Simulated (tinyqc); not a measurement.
Comparisons within one model: metal-induced gap states at the contact of a metal chain and a two-band chain. A value that a table varies takes the place of the one given here.

The semiconductor alternates sites A at -Eg/2 and C at +Eg/2 with hopping -t; the gap runs from -Eg/2 to Eg/2. In the gap cosh(q a) = 1 + (Eg^2/4 - E^2)/(2 t^2) and the amplitude changes by -exp(-q a) a period. The metal has site energy 0 and hopping -tm; its end site has g_m = (E - i sqrt(4 tm^2 - E^2))/(2 tm^2). Sites 1, 2, ... count into the semiconductor, with energies e1, e2 alternating. The clean half chain has g1 = 1/(E - e1 - t^2 g2), g2 = 1/(E - e2 - t^2 g1), decaying root. With the contact G11 = 1/(1/g1 - tc^2 g_m), and the density on site j is -Im G_jj/pi = |psi_j/psi_1|^2 (-Im G11/pi), per spin, with psi_2/psi_1 = -t g2, psi_3/psi_2 = -t g1.

Constants: e^2/(4 pi eps0) = 14.39964547 eV angstrom.

Parameters, chosen for this exercise (gap and optical dielectric constant near those of HfO2; the chain itself is a model; shifted at random, so the results belong to these values and not to a real crystal): Eg = 5.58 eV (gap); t = 2.7 eV (hopping in the semiconductor); tm = 3.16 eV (hopping in the metal); tc = 2.1 eV (hopping across the contact); end = A (site that touches the metal); a = 3.6 angstrom (period (two sites); one chain for each area a^2); eps = 4 (dielectric constant); E = 1.63 eV (energy from mid-gap).

## Across the gap

E = f Eg. Share on C: the part of the summed density that lies on C sites, whose orbitals make the conduction edge.

Gap states:

| f | E (eV) | xi = 1/(2q) (angstrom) | D1 (1/eV) | D2 (1/eV) | sum (1/eV) | share on C |
|---|---|---|---|---|---|---|
| -0.48 | -2.678 | 6.24 | 0.1505 | 0.0023 | 0.3487 | 0.015 |
| -0.40 | -2.232 | 2.95 | 0.0895 | 0.0054 | 0.1346 | 0.057 |
| -0.30 | -1.674 | 2.24 | 0.0570 | 0.0064 | 0.0792 | 0.101 |
| -0.15 | -0.837 | 1.90 | 0.0332 | 0.0069 | 0.0471 | 0.172 |
| 0.00 | 0.000 | 1.81 | 0.0206 | 0.0076 | 0.0327 | 0.270 |
| 0.15 | 0.837 | 1.90 | 0.0127 | 0.0091 | 0.0256 | 0.418 |
| 0.30 | 1.674 | 2.24 | 0.0070 | 0.0125 | 0.0244 | 0.641 |
| 0.40 | 2.232 | 2.95 | 0.0037 | 0.0182 | 0.0310 | 0.830 |
| 0.48 | 2.678 | 6.24 | 0.0009 | 0.0326 | 0.0765 | 0.973 |

What can be read from the table?

The decay length xi of the density is shortest at mid-gap, 1.81 angstrom, and grows to 6.2 near the edges. The summed density is least at f = 0.3 (0.0244) and largest at f = -0.48 (0.3487 1/eV). The share on C goes from 0.02 to 0.97 and passes one half near f = +0.205, a point that depends on which site ends the chain. The states turn from valence-like to conduction-like across the gap; the branch point, where the decay is fastest, lies at mid-gap in this symmetric chain and is the usual estimate of the neutrality level.

## Wider gaps pin less

E = 0; Eg is varied and eps follows 1 + (eps0 - 1)(Eg0/Eg), with the given Eg and eps as Eg0 and eps0. xi = 1/(2q), N = 2 (summed density)/a^2, S = 1/(1 + 4 pi e^2 N xi/eps).

Against the gap:

| Eg (eV) | eps | xi (angstrom) | summed density (1/eV) | S | S at fixed eps |
|---|---|---|---|---|---|
| 0.50 | 34.48 | 19.45 | 0.5053 | 0.112 | 0.014 |
| 0.75 | 23.32 | 12.97 | 0.3321 | 0.162 | 0.032 |
| 1.10 | 16.22 | 8.85 | 0.2219 | 0.228 | 0.068 |
| 1.50 | 12.16 | 6.50 | 0.1588 | 0.297 | 0.122 |
| 2.30 | 8.28 | 4.26 | 0.0986 | 0.414 | 0.254 |
| 3.40 | 5.92 | 2.90 | 0.0621 | 0.541 | 0.443 |
| 5.50 | 4.04 | 1.84 | 0.0333 | 0.703 | 0.700 |
| 9.00 | 2.86 | 1.19 | 0.0162 | 0.842 | 0.882 |

What does this show, and why?

From Eg = 0.5 to 9 eV xi falls by a factor 16.4 and the summed density by 31.2, so at fixed eps S rises from 0.01 to 0.88. The weaker screening of wide-gap solids works against this: with it S goes from 0.11 to 0.84.

## Weakening the contact bond

At the given E, tc is varied, as by a thin spacer. xi = 1/(2q), N = 2 (summed density)/a^2, S = 1/(1 + 4 pi e^2 N xi/eps) with xi and eps kept.

Against tc:

| tc (eV) | D1 (1/eV) | summed density (1/eV) | S |
|---|---|---|---|
| 0.10 | 0.00002 | 0.00005 | 0.9992 |
| 0.25 | 0.00010 | 0.00032 | 0.9950 |
| 0.50 | 0.00039 | 0.00130 | 0.9804 |
| 0.80 | 0.00100 | 0.00335 | 0.9509 |
| 1.20 | 0.00229 | 0.00765 | 0.8946 |
| 1.80 | 0.00528 | 0.01764 | 0.7863 |
| 2.50 | 0.01037 | 0.03463 | 0.6521 |
| 3.50 | 0.01923 | 0.06420 | 0.5028 |

What can be read from the table?

For a weak bond the density goes as tc^2 (ratio 6.26 between 0.25 and 0.1 eV, against 6.25). It is largest at tc = 3.5 eV among these rows, the end of the table; the peak may lie just before or beyond it. S is 0.999 at 0.1 eV and has its least value, 0.503, in that row.

## What each parameter does

xi = 1/(2q), summed density, and S = 1/(1 + 4 pi e^2 N xi/eps), N = 2 (summed density)/a^2. Each row changes one parameter from the base and keeps the others.

Results:

| case | xi (angstrom) | summed density (1/eV) | S |
|---|---|---|---|
| base | 2.206 | 0.02426 | 0.7279 |
| Eg = 6.138 eV | 1.937 | 0.02055 | 0.7826 |
| t = 2.97 eV | 2.416 | 0.02333 | 0.7176 |
| tm = 3.476 eV | 2.206 | 0.02195 | 0.7473 |
| tc = 2.31 eV | 2.206 | 0.02951 | 0.6875 |
| eps = 4.4 | 2.206 | 0.02426 | 0.7464 |
| end = C | 2.206 | 0.07663 | 0.4586 |

What does this show?

The largest shifts from the base row, up to three for each result and ties (the steps differ in size, so this ranks the rows, not the parameters). xi (angstrom): Eg -0.269, t +0.210; unchanged at the printed digits by tm, tc, eps and end. summed density (1/eV): end +0.05237, tc +0.00524, Eg -0.00372; unchanged at the printed digits by eps. S: end -0.2693, Eg +0.0546, tc -0.0404. The decay length belongs to the semiconductor alone; the metal and the contact set only the amplitude.

tinyqc: `OMP_NUM_THREADS=1 python tinyqc.py 1482230 1482231 out.jsonl`; about 0.01 s, one thread, shared Intel(R) Xeon(R) Processor @ 2.30GHz.
